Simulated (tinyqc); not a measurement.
Inside a calculation. Method: inverse iteration on a symmetric matrix. One step of it, computed by the program tinyqc.

Problem. Step 2. solve (A - shift) w = v; v' = w/|w| with its largest component positive (the first on a tie); lambda = v'^T A v'.

A:
```
[[0.054000, 0.083000, -0.037000],
 [0.083000, 0.134000, -0.133000],
 [-0.037000, -0.133000, 0.770000]]
```

vector after step 1: [0.379549, 0.334692, 0.862510]

shift = 1.220000

Give: vector after step 2; Rayleigh quotient after step 2.

Solution.

vector after step 2: [0.1449, 0.0534, 0.9880]

Rayleigh quotient after step 2 = 0.7298
